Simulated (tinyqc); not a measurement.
One-sided p+-n junction, ionisation integral and breakdown: one step of the calculation.

A p+ layer at x < 0 and an n drift layer from x = 0. Depletion approximation, built-in voltage neglected. Local ionisation coefficients alpha_n = an exp(-(bn/E)^mx), alpha_p = ap exp(-(bp/E)^mx). Electrons move towards +x, holes towards x = 0.

Question. Field and ionisation coefficients on a grid. W = sqrt(2 eps0 eps_r V/(q N)), peak field E0 = q N W/(eps0 eps_r), falling linearly to 0 at W. Grid: 12 equal steps from 0 to fr W.

Inputs (values chosen for the exercise); material values close to those of 4H silicon carbide:
- eps_r = 9.61 (relative permittivity)
- an = 1.65e8 1/cm (prefactor of the electron ionisation coefficient)
- bn = 3.34e7 V/cm (field constant for electrons)
- ap = 3.46e8 1/cm (prefactor of the hole ionisation coefficient)
- bp = 2.59e7 V/cm (field constant for holes)
- mx = 1 (exponent)
- N = 6.6e16 cm^-3 (donor density of the drift layer)
- V = 347 V (reverse voltage)
- fr = 0.5 (share of the depleted width that the grid covers)

Constants: q = 1.602176634e-19 C, eps0 = 8.8541878128e-14 F/cm where lengths are in cm. Results are converted to the units shown.

Wanted: W; x; E; alpha_n; alpha_p.

Answer.

W = 2.363 um

| point | x (um) | E (kV/cm) | alpha_n (1/cm) | alpha_p (1/cm) |
|---|---|---|---|---|
| 0 | 0.000 | 2937 | 1898 | 5.116e4 |
| 1 | 0.098 | 2814 | 1157 | 3.487e4 |
| 2 | 0.197 | 2692 | 674.9 | 2.295e4 |
| 3 | 0.295 | 2570 | 373.8 | 1.451e4 |
| 4 | 0.394 | 2447 | 195.2 | 8768 |
| 5 | 0.492 | 2325 | 95.16 | 5024 |
| 6 | 0.591 | 2203 | 42.84 | 2705 |
| 7 | 0.689 | 2080 | 17.56 | 1355 |
| 8 | 0.788 | 1958 | 6.436 | 622.1 |
| 9 | 0.886 | 1835 | 2.064 | 257.6 |
| 10 | 0.985 | 1713 | 0.5626 | 94.00 |
| 11 | 1.083 | 1591 | 0.1256 | 29.38 |
| 12 | 1.182 | 1468 | 0.02183 | 7.565 |

Program tinyqc, `OMP_NUM_THREADS=1 python tinyqc.py 2120015 2120016 out.jsonl`; Intel Xeon 2.30GHz, shared host, one thread, about 0.06 s.
